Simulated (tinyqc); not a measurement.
# Polarisation and half-bias from two TMR values

Question. A tunnel junction has TMR = TMR0/(1 + (V/Vh)^2), TMR0 = 2 P1 P2/(1 - P1 P2). Find TMR0, Vh and P2.

Values chosen for this exercise:
- P1 = 0.61 (spin polarisation of the reference layer)

TMR at 0.1 and 0.6 V (%): 101.37127  37.281775

Solution. 1/TMR is linear in V^2, and P1 P2 = TMR0/(2 + TMR0).

TMR0 = 106.6 %
Vh = 0.4400 V
P2 = 0.5700

tinyqc, about 0.01 s, one thread, Intel Xeon 2.30GHz (shared host): `OMP_NUM_THREADS=1 python tinyqc.py 2450130 2450131 out.jsonl`
